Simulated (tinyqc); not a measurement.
Thermodynamics of metal silicides: hull, first phase, silicon consumed, nucleation and stability against SiO2: one step, computed by the program tinyqc. Command: `OMP_NUM_THREADS=1 python tinyqc.py 3018203 3018204 out.jsonl silphase walk`. One thread of a shared host (Intel(R) Xeon(R) Processor @ 2.30GHz), about 0.01 s of CPU time with the checks.

Entropies of formation of the solids are neglected, so heats stand for free energies. Si fractions: M2Si 0.3333, MSi 0.5000, MSi2 0.6667.

Task: Which phases are stable. A phase is stable if it lies below every straight line between a phase on its left and one on its right (M and Si at zero). Distance = its heat less the lowest such line, negative for a stable phase.

Inputs (values chosen for the exercise, for a model metal): heat of formation of M2Si = -44.8 kJ/mol atoms; heat of formation of MSi = -52 kJ/mol atoms; heat of formation of MSi2 = -28.7 kJ/mol atoms.

Phases: M2Si, MSi, MSi2.

Give: distance to the lowest tie line.

Result:

distance to the lowest tie line (kJ/mol atoms): M2Si -10.13, MSi -15.25, MSi2 5.97

Unstable against decomposition into neighbours: MSi2.
